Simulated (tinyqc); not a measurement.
## Input admittance of a MOSFET at zero drain bias: distributed channel and distributed gate: input impedance against frequency

Source and drain grounded, strong inversion, w = 2 pi f, Cox = eps0 eox/tox. The channel is an RC line of resistance 1/(mu Cox Vo) per square fed from both ends, so one finger has the intrinsic admittance y = i w Cox L tanh(g)/g per width, g = (1/2) sqrt(i w tau), tau = L^2/(mu Vo). The vertical resistance rv/L is in series with y, the overlaps 2 i w Cov in parallel: y_t = 1/(1/y + rv/L) + 2 i w Cov. The gate strip is a line of Rsh/L per length loaded by y_t, so a finger has Y = y_t Wf tanh(k)/k, k = (Wf/sd) sqrt(y_t Rsh/L); the device has Nf Y.

Low-frequency limits, with c = Cox L and ct = c + 2 Cov: R_strip = Rsh Wf/(3 sd^2 L Nf), R_ch = (c/ct)^2 L/(12 mu Cox Vo Wf Nf), R_vert = (c/ct)^2 rv/(L Wf Nf), C = ct Wf Nf. Z = 1/(Nf Y) = R + 1/(i w C), Q = |Im Z|/R, far-point signal |1/cosh k|.

Parameters, values chosen for the exercise; values of the order met in silicon radio-frequency transistors: relative permittivity of the gate insulator (close to silicon dioxide) eox = 3.9; insulator thickness tox = 7.5 nm; channel length L = 1.9 um; finger width Wf = 5.1 um; number of fingers Nf = 1; channel mobility mu = 210 cm^2/(V s); gate overdrive Vo = 0.3 V; sheet resistance of the gate Rsh = 33 ohm/square; vertical resistivity of the gate stack rv = 5.1 ohm um^2; number of ends at which a finger is contacted sd = 2; overlap and fringe capacitance on each side Cov = 0.16 fF/um.

Constants: eps0 = 8.8541878128e-14 F/cm where lengths are in cm. Results are converted to the units shown.

The same in every row: low-frequency R (ohm) = 1004.

Input impedance against frequency:
```
f (GHz)    w tau       |k|  R (ohm)  C (fF)      Q  signal at the far point
0.006    0.02160  0.006214     1004   46.25  571.3                    1.000
0.02     0.07201   0.01134     1004   46.25  171.4                    1.000
0.04      0.1440   0.01604     1004   46.24  85.70                    1.000
0.1       0.3600   0.02536     1004   46.24  34.29                    1.000
0.3        1.080   0.04381     1003   46.16  11.45                   0.9999
0.9        3.240   0.07430    998.7   45.50  3.892                   0.9993
2          7.201    0.1028    978.9   42.86  1.897                   0.9975
6          21.60    0.1350    829.1   29.66  1.079                   0.9938
20         72.01    0.1802    440.4   15.11  1.196                   0.9897
```

R falls from 1000 to 440 ohm and C falls from 46.2 to 15.1 fF. Q goes as f^(-1.00) between the first two rows and f^(0.09) between the last two, where w tau = 72.0 and |k| = 0.180. The low-frequency limits hold both R and C within 5 % up to f = 0.9 GHz among the rows.

Computed by the program tinyqc: `OMP_NUM_THREADS=1 python tinyqc.py 2262136 2262137 out.jsonl`, one thread of a shared Intel Xeon 2.30GHz, about 0.01 s for the whole run.
